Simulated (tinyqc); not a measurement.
# Inputs raised by 2 %, one at a time

Model: domain walls in a thin film with perpendicular anisotropy: Bloch, Neel and chiral walls, motion and stripe domains. Computed by tinyqc, a small Python program. Command: `OMP_NUM_THREADS=1 python tinyqc.py 3016687 3016688 out.jsonl mwall sens`. One thread of a shared host (Intel(R) Xeon(R) Processor @ 2.30GHz), about 0.07 s of CPU time with the checks.

One-dimensional wall: polar angle theta(x), azimuth phi of the moment in the wall (phi = 0 Neel, 90 degrees Bloch). mu_0 = 1.25663706212e-6 T m/A, gamma = 1.76085963023e11 rad/(s T).

Inputs (values chosen for the exercise, for a model film): saturation magnetisation M_s = 704 kA/m; exchange stiffness A = 25 pJ/m; uniaxial anisotropy K_u = 472 kJ/m^3; DMI constant D = 0.23 mJ/m^2; thickness t = 0.67 nm; damping alpha = 0.093; field mu_0 H_z = 1.2 mT.

Drive: magnetic field.

Method:
- K_eff = K_u - mu_0 M_s^2/2; Delta = sqrt(A/K_eff); sigma_0 = 4 sqrt(A K_eff); profile theta = 2 arctan exp(x/Delta); quality factor Q = 2 K_u/(mu_0 M_s^2).
- sigma(phi) = sigma_0 + 2 Delta K_D cos^2(phi) - pi D cos(phi), with the wall shape anisotropy K_D = N_x mu_0 M_s^2/2, N_x = t ln 2/(pi Delta). The minimum has cos(phi) = D/D_N for D < D_N = 4 Delta K_D/pi and phi = 0 beyond; sigma turns negative at D_c = (sigma_0 + 2 Delta K_D)/pi.
- Field drive: steady motion v = gamma Delta B/alpha needs B = (alpha/2) [2 B_D sin(phi) - B_K sin(2 phi)] in size, B_K = 2 K_D/M_s, B_D = pi D/(2 M_s Delta), with phi moving from its rest value; the Walker field B_W is the largest value of |B_D sin(phi) - (B_K/2) sin(2 phi)| times alpha, reached at cos(phi) = [d - sqrt(d^2 + 8)]/4, d = B_D/B_K. Far above B_W/alpha, v = gamma Delta B alpha/(1 + alpha^2); this is used for all B above B_W.

Runs:
```
input moved                           from       to  width parameter Delta (nm)  D_N (mJ/m^2)  Walker field B_W (mT)  velocity at B (m/s)
base run                                 -        -                      12.477      0.058612                 3.9408               28.348
saturation magnetisation M_s (kA/m)    704   718.08                      12.996      0.060980                 3.7175               29.528
exchange stiffness A (pJ/m)             25     25.5                      12.601      0.058612                 3.9020               28.630
uniaxial anisotropy K_u (kJ/m^3)       472   481.44                      12.126      0.058612                 4.0550               27.550
DMI constant D (mJ/m^2)               0.23   0.2346                      12.477      0.058612                 4.0154               28.348
thickness t (nm)                      0.67   0.6834                      12.477      0.059784                 3.9452               28.348
damping alpha                        0.093  0.09486                      12.477      0.058612                 4.0197               27.792
```

Exponents ln(y'/y) / ln(x'/x):
```
input                         width parameter Delta  D_N  Walker field B_W  velocity at B
saturation magnetisation M_s                  2.060    2            -2.946          2.060
exchange stiffness A                          0.500    0            -0.500          0.500
uniaxial anisotropy K_u                      -1.442    0             1.442         -1.442
DMI constant D                                0.000    0             0.946          0.000
thickness t                                   0.000    1             0.056          0.000
damping alpha                                 0.000    0             1.000         -1.000
```

Among the inputs moved here: width parameter Delta answers most in size to saturation magnetisation M_s (exponent +2.060), next to uniaxial anisotropy K_u (-1.442); its exponent is below 0.0005 for DMI constant D, thickness t, damping alpha. Its exponent +0.500 in exchange stiffness A: sqrt(A/K). D_N answers most in size to saturation magnetisation M_s (exponent +2.000), next to thickness t (+1.000); its exponent is below 0.0005 for exchange stiffness A, uniaxial anisotropy K_u, DMI constant D, damping alpha. Walker field B_W answers most in size to saturation magnetisation M_s (exponent -2.946), next to uniaxial anisotropy K_u (+1.442). Its exponent +1.000 in damping alpha: the damping torque of the moving wall balances the field torque. Velocity at B answers most in size to saturation magnetisation M_s (exponent +2.060), next to uniaxial anisotropy K_u (-1.442); its exponent is below 0.0005 for DMI constant D, thickness t.
